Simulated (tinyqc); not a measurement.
Density of states of one tight-binding band of a chain: one step. Energies on the mesh. Two cases, with inputs chosen for the exercise.

Task: Evaluate the band at all 12 points and collect equal values.

E(k) = -2 t cos(2 pi k) - 2 t2 cos(4 pi k); k in fractions of the reciprocal vectors, mesh k_i = j/N with j = 0 .. N-1. Densities are per cell and per spin, so the band holds one state.

Case 1.

Values chosen: t = 1.31 eV (nearest hopping); t2 = 0.13 eV (second hopping); N = 12 (mesh points along each axis).

Case 2.

Values chosen: t = 1.89 eV (nearest hopping); t2 = 0.26 eV (second hopping); N = 12 (mesh points along each axis).

Give: Distinct energies.

Result:

Case 1.

Distinct energies:
```
E_k (eV)  points
-2.8800        1
-2.3990        2
-1.1800        2
0.2600         2
1.4400         2
2.1390         2
2.3600         1
```

The 12 points give 7 distinct energies between -2.8800 and 2.3600 eV; a dense mesh gives a band from -2.880 to 2.360 eV.

Case 2.

Distinct energies:
```
E_k (eV)  points
-4.3000        1
-3.5336        2
-1.6300        2
0.5200         2
2.1500         2
3.0136         2
3.2600         1
```

The 12 points give 7 distinct energies between -4.3000 and 3.2600 eV; a dense mesh gives a band from -4.300 to 3.260 eV.

Computed by tinyqc, one run a case: `OMP_NUM_THREADS=1 python tinyqc.py N N+1 out.jsonl` with N = 1651074, 1651288; one thread of a shared Intel(R) Xeon(R) Processor @ 2.30GHz, about 0.01 s a run at most.
